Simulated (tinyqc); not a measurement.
Swing curve: thickness of the top film: thin-film optics by transfer matrices.

Indices N = n + i k. Snell: N0 sin(theta) = N_j sin(theta_j), with Im(N_j cos theta_j) >= 0. Admittance y_j = N_j cos theta_j for s and N_j/cos theta_j for p. Phase delta_j = 2 pi N_j cos theta_j d_j/lambda. Layer matrix [[cos delta, -i sin delta/y], [-i y sin delta, cos delta]], multiplied from the top down to M. (B, C) = M (1, y_sub); r = (y0 B - C)/(y0 B + C), R = |r|^2, T = 4 Re y0 Re y_sub/|y0 B + C|^2, absorbed in the films 1 - R - T.

Inputs chosen for the exercise (indices near those of Si3N4 on Si; the results hold for these values, not for the real material): lam = 633 nm (vacuum wavelength); n0 = 1 (ambient index); n = (2.009, 3.927) (n of Si3N4, substrate); k = (0, 0.021) (k in the same order); d = (15.1) nm (thicknesses, top first); theta = 75 degrees (angle of incidence); pol = s (polarisation).

The first entry of d takes the values listed.

Stack:

| d_1 (nm) | R | T | absorbed |
|---|---|---|---|
| 15.1 | 0.7498 | 0.2502 | 0.0000 |
| 45.0 | 0.6386 | 0.3614 | 0.0000 |
| 75.0 | 0.3541 | 0.6459 | 0.0000 |
| 104.9 | 0.3603 | 0.6397 | 0.0000 |
| 134.9 | 0.6425 | 0.3575 | 0.0000 |
| 164.8 | 0.7507 | 0.2493 | 0.0000 |
| 194.8 | 0.7497 | 0.2503 | 0.0000 |
| 224.7 | 0.6384 | 0.3616 | 0.0000 |
| 254.7 | 0.3538 | 0.6462 | 0.0000 |
| 284.6 | 0.3606 | 0.6394 | 0.0000 |
| 314.6 | 0.6427 | 0.3573 | 0.0000 |
| 344.5 | 0.7508 | 0.2492 | 0.0000 |
| 374.4 | 0.7498 | 0.2502 | 0.0000 |

What can be read from this table?

R swings between 0.3538 and 0.7508 on these points. The period is lambda/(2 Re(N_1 cos theta_1)) = 179.7 nm, six rows. The film does not absorb, so the swing repeats exactly. The swing ratio (max - min)/mean is 0.67.

(tinyqc, `OMP_NUM_THREADS=1 python tinyqc.py 1682273 1682274 out.jsonl`, Intel(R) Xeon(R) Processor @ 2.30GHz, 1 thread, shared host, about 0.02 s.)
